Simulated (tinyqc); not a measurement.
# Material parameters from the melting point of the curve

Problem. In a hemispherical model of a phase-change cell the resistance is rho/(2 pi r0), and melting starts where I^2 rho b^2/(32 pi^2 ka r0^2) = Tm - T0. Find rho and ka.

Parameters, values chosen for the exercise:
```
symbol  value  unit                       meaning
T0        300     K           ambient temperature
Tm        897     K                 melting point
r0          9    nm  radius of the heater contact
```

resistance = 0.70735530 kohm
melting current = 372.75063 uA
b = 1.2405097

Answer. The resistance gives rho, and the melting current then gives ka.

rho = 4.000 mohm cm
ka = 0.5600 W/(m K)

Computed by the program tinyqc: `OMP_NUM_THREADS=1 python tinyqc.py 2490040 2490041 out.jsonl`, one thread of a shared Intel Xeon 2.30GHz, about 0.01 s for the whole run.
